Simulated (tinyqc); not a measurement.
Worked calculation: RHF in the sto-6g basis, for H4, spin multiplicity 1. One step of it, computed by the program tinyqc.

Task: Iteration 4: DIIS coefficients. Solve [B -1; -1 0][c; lambda] = [0; -1] for the coefficients, which sum to one.

B (overlaps of the stored error matrices):
```
               1              2              3
1  9.9935714e-04  2.7554905e-04  2.9840200e-07
2  2.7554905e-04  7.6379123e-05  8.2727585e-08
3  2.9840200e-07  8.2727585e-08  9.0397647e-11
```

Give: DIIS coefficients.

Result:

DIIS coefficients: 0.0000  -0.0011  1.0011
